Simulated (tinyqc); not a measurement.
Threshold-voltage variability of a planar MOSFET, analytic estimates: a gate of 8 grains.

Three independent sources add in quadrature: random dopants in the depleted layer, metal-gate grains of two orientations, and roughness of the two gate edges acting through the roll-off VT = VT(long) - Vr exp(-L/l). These are first-order estimates: no three-dimensional electrostatics, no percolation.

Each of 8 equal grains has the higher work function with probability p; the threshold shift is dW (j/8 - p) for j such grains, and the off current changes by exp(-shift/(n Vt)).

Inputs (values chosen for the exercise); material values close to those of silicon:
```
symbol,value,unit,meaning
T,273,K,temperature
dW,0.1,eV,work-function difference of the two grain orientations
p,0.6,,share of the orientation of higher work function
n,1.13,,subthreshold factor
```

Constants: q = 1.602176634e-19 C, kB = 1.380649e-23 J/K, Vt = kB T/q. Results are converted to the units shown.

Distribution:
```
j  probability  shift (mV)  Ioff factor  probability x factor
0     6.554e-4      -60.00        9.555              0.006262
1     0.007864      -47.50        5.970               0.04695
2      0.04129      -35.00        3.731                0.1540
3       0.1239      -22.50        2.331                0.2888
4       0.2322      -10.00        1.457                0.3383
5       0.2787        2.50       0.9102                0.2537
6       0.2090       15.00       0.5688                0.1189
7      0.08958       27.50       0.3554               0.03184
8      0.01680       40.00       0.2221              0.003730
```

The standard deviation is dW sqrt(p (1 - p)/8) = 17.3 mV. The mean off current is 1.24 times the nominal one; the log-normal formula exp(s^2/(2 (n Vt)^2)) gives 1.24. Devices with j = 4, 23 % of all, carry 27 % of the mean leakage.

Program tinyqc, `OMP_NUM_THREADS=1 python tinyqc.py 2090001 2090002 out.jsonl`; Intel Xeon 2.30GHz, shared host, one thread, about 0.01 s.
